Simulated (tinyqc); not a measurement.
Wafer bonding and layer transfer: bond energy, gap closing, particles, bonding of dissimilar wafers and hydrogen blisters: one step, computed by the program tinyqc.

gamma is the energy per area of each of the two surfaces; plates are isotropic.

Task: Heating a pair with different expansion. M = E/(1 - nu), misfit e = (alpha_2 - alpha_1) dT. Curvature k = 6 M1 M2 t1 t2 (t1 + t2) e/[M1^2 t1^4 + M2^2 t2^4 + 2 M1 M2 t1 t2 (2 t1^2 + 3 t1 t2 + 2 t2^2)]; force per width F = k (M1 t1^3 + M2 t2^3)/(6 (t1 + t2)); at the interface s1 = F/t1 + M1 k t1/2, s2 = -F/t2 - M2 k t2/2; stored biaxial energy U = F^2 [1/(M1 t1) + 1/(M2 t2)] + k^2 (M1 t1^3 + M2 t2^3)/12; the pair can part when U > 2 gamma.

Inputs (values chosen for the exercise, with wafer 1 close to silicon): Young's modulus E1 = 139 GPa; Young's modulus E2 = 84.4 GPa; Poisson ratio nu = 0.23; thickness t1 = 625 micrometre; thickness t2 = 500 micrometre; expansion mismatch alpha_2 - alpha_1 = 0.41 1e-6/K; heating dT = 325 K.

Pair: two different wafers.

bond energy gamma = 1.576813 J/m^2

Give: curvature; force per width; stress in wafer 1 at the interface; stress in wafer 2 at the interface; stored energy U; largest dT for this gamma.

Result:

curvature = 0.1677 1/m

force per width = 1.435 kN/m

stress in wafer 1 at the interface = 11.76 MPa

stress in wafer 2 at the interface = -7.466 MPa

stored energy U = 0.1913 J/m^2

largest dT for this gamma = 1320 K

U stays below 2 gamma; the bond strengthens on heating, so slow ramps or thinning one wafer first help.
